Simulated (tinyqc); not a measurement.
Inside a calculation: thin-body film or fin with hard walls, valleys of the Si type. Values are carried at full precision from step to step, so a last printed digit may differ when a step is redone from the rounded ones.

Six ellipsoidal valleys with their long axes along the cube axes, mass ml along the axis and mt across it. For a valley whose axis makes the angle theta with the surface normal, 1/m_z = cos^2(theta)/ml + sin^2(theta)/mt sets the confinement; in the plane the masses are m_1 = mt and m_2 = ml mt/m_z, and m_d = sqrt(m_1 m_2).

Constants: hbar^2/2m0 = 3.80998211 eV angstrom^2; kB = 8.617333262e-05 eV/K.

Parameters, chosen for this exercise (near those of Si; not measured data):
```
symbol  value  unit         meaning
ml      0.934  m0           longitudinal mass
mt      0.188  m0           transverse mass
face    100                 face of the film or side wall of the fin
t       88     angstrom     body thickness
T       300    K            temperature
g_all   6                   number of valleys
Ns      1.9    x 1e12/cm^2  sheet density in the on state
alpha   0.47   1/eV         non-parabolicity
```

## Valley masses for the (100) face

Group the valleys by their angle to the normal, heaviest m_z first.

Valleys (masses in m0):
```
valleys g  cos^2(theta)     m_z     m_1     m_2     m_d
2                1.0000  0.9340  0.1880  0.1880  0.1880
4                0.0000  0.1880  0.1880  0.9340  0.4190
```

## Subband edges

A film of thickness t between hard walls, flat band inside: E_n = c (n pi/t)^2/m_z above the bulk edge, c = hbar^2/2m0. Without degeneracy the sheet density is N2 exp((EF - Ec)/kB T) with N2 = sum_i g m_d/(2 pi c) kB T exp(-E_i/kB T) over n = 1 to 40 of each group; a classical film has t Nc with Nc = 2 g_all (m_dos kB T/(4 pi c))^(3/2), m_dos = (ml mt^2)^(1/3). The threshold shift is dVt = kB T ln(t Nc/N2).

The seven lowest levels of all groups together; primes mark the lighter m_z.

Subbands:
```
label  valleys g  E (eV)
1              2  0.0052
2              2  0.0208
1'             4  0.0258
3              2  0.0468
4              2  0.0832
2'             4  0.1033
5              2  0.1300
```

The second subband, 2, lies 15.6 meV above the first, 0.6 kB T at 300 K.

## Effective density of states and threshold shift

Sum the subbands; 1/angstrom^2 = 1e16/cm^2 and 1/angstrom^3 = 1e24/cm^3.

terms of N2 by group (1e12/cm^2): 5.994  7.000

Nc = 2.736 x 1e19/cm^3
t Nc = 24.073 x 1e12/cm^2
dVt = 15.9 mV

Confinement leaves 54 % of the classical states; the heaviest group holds 46 % of the electrons, against 33 % in the bulk.

## Filling at a given sheet density

n_i = g m_d/(2 pi c) kB T ln(1 + exp((EF - E_i)/kB T)) over the levels listed; solve sum n_i = Ns (1e12/cm^2 = 1e-4/angstrom^2); the band bending of the charge itself is left out. c = hbar^2/2m0.

EF = -0.0488 eV

n_i in the order of the list (1e12/cm^2): 0.474  0.266  0.982  0.099  0.025  0.050  0.004

The fullest subband is 1', with 52 %.

## Non-parabolic correction

Each level E0 of the list is replaced by the root of E (1 + alpha E) = E0.

Levels (eV):
```
label  parabolic  corrected
1         0.0052     0.0052
2         0.0208     0.0206
1'        0.0258     0.0255
3         0.0468     0.0458
4         0.0832     0.0802
2'        0.1033     0.0987
5         0.1300     0.1229
```

The lowest level drops by 0.0 meV.

## Checks

- N2 of a 3000 angstrom film, summed over n to convergence, plus the half-term of the walls against t Nc, 1/angstrom^2: both 0.082068.

Program tinyqc; command `OMP_NUM_THREADS=1 python tinyqc.py 1250996 1250997 out.jsonl`; about 0.01 s on one thread of a shared Intel(R) Xeon(R) Processor @ 2.30GHz.
